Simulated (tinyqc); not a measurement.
Trench capacitor in an array: capacitance, non-linearity, leakage and relaxation: two steps of the calculation.

A film between two metal electrodes, each interface adding a series capacitance ci. The small-signal permittivity is ek (1 + aq E^2); the field is found with the linear permittivity. Leakage J = J0 sinh(E/Ef). After a voltage step the film passes a relaxation current kr C V tt^(-nr), tt being the time in seconds. The sidewall is a coaxial capacitor with radii a = dm/2 - t and b = dm/2, depth AR dm; the end face is left out.

Values chosen for this exercise; permittivity of the order of that of hafnium oxide: relative permittivity of the film ek = 19.3; film thickness t = 5.5 nm; capacitance of each electrode interface (dead layer and screening) ci = 1000 uF/cm^2; quadratic field coefficient of the permittivity aq = 0.0042 cm^2/MV^2; bias V = 1.7 V; leakage prefactor J0 = 1e-11 A/cm^2; field for an e-fold rise of the leakage Ef = 0.32 MV/cm; diameter of the hole dm = 62 nm; aspect ratio, depth over diameter AR = 70; pitch of the square array pt = 110 nm; resistivity of the inner electrode rho = 140 uohm cm.

Constants: eps0 = 8.8541878128e-14 F/cm where lengths are in cm. Results are converted to the units shown.

Problem 1. Planar capacitance, field and non-linearity. Planar film: Cf = eps0 ek/t, 1/C = 1/Cf + 2/ci, EOT = 3.9 eps0/C, effective permittivity C t/eps0, E = (V/t) C/Cf; quadratic coefficient [C(V)/C - 1]/V^2 with Cf (1 + aq E^2) in C(V).

Wanted: Cf; C; EOT; effective permittivity; E; quadratic coefficient; J.

Solution 1.

Cf = 3.107 uF/cm^2
C = 3.088 uF/cm^2
EOT = 1.118 nm
effective permittivity = 19.18
E = 3.072 MV/cm
quadratic coefficient = 1.363e4 ppm/V^2
J = 7.378e-8 A/cm^2

The interfaces take 0.618 % of the voltage.

Problem 2. Cell capacitance, fields and time constant. Per length 1/c = ln(b/a)/(2 pi eps0 ek) + (1/a + 1/b)/(2 pi ci); cell capacitance c AR dm; per footprint over pt^2; fields c V/(2 pi eps0 ek r) at r = a and b; resistance of the inner electrode rho AR dm/(pi a^2); time constant R C/3 of the distributed line.

Wanted: a; b; cell capacitance; capacitance per footprint; field at a; field at b; R; R C/3.

Solution 2.

a = 25.50 nm
b = 31.00 nm
cell capacitance = 23.71 fF
capacitance per footprint = 196.0 uF/cm^2
field at a = 3.392 MV/cm
field at b = 2.790 MV/cm
R = 2.974 kohm
R C/3 = 23.51 ps

The array gives 63.5 times the planar capacitance per footprint; curvature makes the field at the inner electrode 1.10 times the planar value.

tinyqc, about 0.01 s, one thread, Intel Xeon 2.30GHz (shared host): `OMP_NUM_THREADS=1 python tinyqc.py 2102008 2102009 out.jsonl`
